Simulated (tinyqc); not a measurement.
Nudged elastic band on a two-dimensional model surface: one step, computed by the program tinyqc. Command: `OMP_NUM_THREADS=1 python tinyqc.py 3025211 3025212 out.jsonl neb walk`. One thread of a shared host (Intel(R) Xeon(R) Processor @ 2.30GHz), about 0.05 s of CPU time with the checks.

V(x, y) = -A (cos kx + cos ky) - B cos kx cos ky + (C sin ky + S sin kx)(1 - cos kx), k = 2 pi/a; the atom hops from the minimum at (0, 0) to that at (a, 0).

Task: Iteration 2. Tangent at image i: towards the higher neighbour if the energies rise or fall through i; at a maximum or minimum, tau = t+ dmax + t- dmin if V(i+1) > V(i-1), else t+ dmin + t- dmax, with t+ = R(i+1) - R(i), t- = R(i) - R(i-1) and dmax, dmin the larger and smaller of |V(i+1) - V(i)| and |V(i-1) - V(i)|; then normalise. Force F = -grad V + (grad V.tau) tau + k_s (|t+| - |t-|) tau. With a climbing image, the highest image feels instead F = -grad V + 2 (grad V.tau) tau and no spring. Update R(new) = R + eta F; the end points stay fixed.

Inputs (values chosen for the exercise, for a model surface): amplitude A = 0.18 eV; amplitude B = -0.038 eV; skew C = 0.033 eV; asymmetry S = -0.023 eV; period a = 3.8 angstrom; spring constant k_s = 0.24 eV/angstrom^2; step factor eta = 0.81 angstrom^2/eV.

Surface: adatom on a square lattice. Climbing image: on.

images after iteration 1 (angstrom), rows image 1, image 2, image 3, image 4, image 5, image 6, image 7, columns x, y:
$$\begin{pmatrix}
0.475000 & -0.012945 \\
0.950000 & -0.044197 \\
1.425000 & -0.075449 \\
1.961608 & -0.088394 \\
2.375000 & -0.075449 \\
2.850000 & -0.044197 \\
3.325000 & -0.012945
\end{pmatrix}$$

positions (angstrom), rows start, end, saddle, columns x, y:
$$\begin{pmatrix}
0.000000 & 0.000000 \\
3.800000 & 0.000000 \\
2.086350 & -0.175198
\end{pmatrix}$$

Give: unit tangents; forces; images after iteration 2.

Result:

unit tangents, rows image 1, image 2, image 3, image 4, image 5, image 6, image 7, columns x, y:
$$\begin{pmatrix}
0.9978 & -0.0657 \\
0.9978 & -0.0657 \\
0.9997 & -0.0241 \\
0.9998 & 0.0189 \\
0.9995 & 0.0313 \\
0.9978 & 0.0657 \\
0.9978 & 0.0657
\end{pmatrix}$$

forces (eV/angstrom), rows image 1, image 2, image 3, image 4, image 5, image 6, image 7, columns x, y:
$$\begin{pmatrix}
-0.00108 & -0.01959 \\
-0.00297 & -0.04519 \\
0.01326 & -0.05473 \\
0.05399 & -0.05324 \\
0.01667 & -0.05356 \\
0.00330 & -0.05017 \\
0.00132 & -0.02311
\end{pmatrix}$$

images after iteration 2 (angstrom), rows image 1, image 2, image 3, image 4, image 5, image 6, image 7, columns x, y:
$$\begin{pmatrix}
0.474 & -0.029 \\
0.948 & -0.081 \\
1.436 & -0.120 \\
2.005 & -0.132 \\
2.389 & -0.119 \\
2.853 & -0.085 \\
3.326 & -0.032
\end{pmatrix}$$
